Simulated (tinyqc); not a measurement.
Inside a calculation. Model: gated two-dimensional channel with two bands, quantum capacitance.

Program tinyqc, `OMP_NUM_THREADS=1 python tinyqc.py 2200105 2200106 out.jsonl`; Intel Xeon 2.30GHz, shared host, one thread, about 0.01 s. Printed values are rounded.

phi is the Fermi level above the lowest band edge, in volts; Vg is counted from the gate voltage at which an empty channel would have phi = 0. The channel has no thickness; trap charge is -q Dit phi.

Parameters, values chosen for the exercise; lowest band close to that of a thin InAs body: temperature T = 300 K; relative permittivity of the gate insulator (close to zirconium oxide) eox = 25.3; insulator thickness tox = 3.9 nm; in-plane mass md = 0.034 m0; valley degeneracy gv = 1; in-plane mass of a second band, chosen freely m2 = 0.054 m0; valley degeneracy of that band, chosen freely g2 = 6; second band edge above the first E2 = 0.27 eV; density of traps Dit = 0 cm^-2 eV^-1; gate voltage Vg = 0.89 V.

Constants: q = 1.602176634e-19 C, kB = 1.380649e-23 J/K, hbar = 1.054571817e-34 J s, m0 = 9.1093837015e-31 kg, Vt = kB T/q, eps0 = 8.8541878128e-14 F/cm where lengths are in cm. Results are converted to the units shown.

## Gate capacitance

Cox = eps0 eox/tox.

Cox = 5.74387 uF/cm^2

## Starting value

phi = 0.01 V.

phi at the start = 0.01 V

## Iteration 1: new phi

D1 = gv md m0 q/(pi hbar^2), D2 = g2 m2 m0 q/(pi hbar^2) per eV; n1 = D1 Vt ln(1 + exp(phi/Vt)), n2 = D2 Vt ln(1 + exp((phi - E2)/Vt)), n = n1 + n2; Cq = q dn/dphi = q [D1/(1 + exp(-phi/Vt)) + D2/(1 + exp((E2 - phi)/Vt))]. Newton: f = phi + q (n + Dit phi)/Cox - Vg, phi(new) = phi - f/(1 + (Cq + q Dit)/Cox).

n1 = 3.32344e11 cm^-2
n2 = 1.50010e8 cm^-2
Cq = 1.35606 uF/cm^2
f = -0.870726 V
phi after iteration 1 = 0.714421 V

## Iteration 2: new phi

As before.

n1 = 1.01468e13 cm^-2
n2 = 6.01501e13 cm^-2
Cq = 23.9602 uF/cm^2
f = 1.78526 V
phi after iteration 2 = 0.369205 V

## Iteration 3: new phi

As before.

n1 = 5.24377e12 cm^-2
n2 = 1.35015e13 cm^-2
Cq = 23.5028 uF/cm^2
f = 0.00208075 V
phi after iteration 3 = 0.368797 V

## Course of the iteration

Stop when the step is below 1e-10 V, or after 40 iterations.

Course of the iteration:

| iteration | phi before the step (V) | step (V) |
|---|---|---|
| 1 | 0.01 | 0.704 |
| 2 | 0.714421 | -0.345 |
| 3 | 0.369205 | -4.09e-4 |
| 4 | 0.368797 | -4.97e-8 |
| 5 | 0.368797 | < 1e-13 |

Converged in 5 iterations.

## Charge and capacitances at the solution

converged phi = 0.368797 V

D1 = gv md m0 q/(pi hbar^2), D2 = g2 m2 m0 q/(pi hbar^2) per eV; n1 = D1 Vt ln(1 + exp(phi/Vt)), n2 = D2 Vt ln(1 + exp((phi - E2)/Vt)), n = n1 + n2; Cq = q dn/dphi = q [D1/(1 + exp(-phi/Vt)) + D2/(1 + exp((E2 - phi)/Vt))]. 1/C_G = 1/Cox + 1/(Cq + q Dit); dphi/dVg = Cox/(Cox + Cq + q Dit).

n = 1.86854e13 cm^-2
Cq = 23.4957 uF/cm^2
C_G = 4.61553 uF/cm^2
dphi/dVg = 0.196442

Cq is 4.09 times Cox, so C_G is 80.4 % of Cox; 41.4 % of the gate voltage has gone into phi.
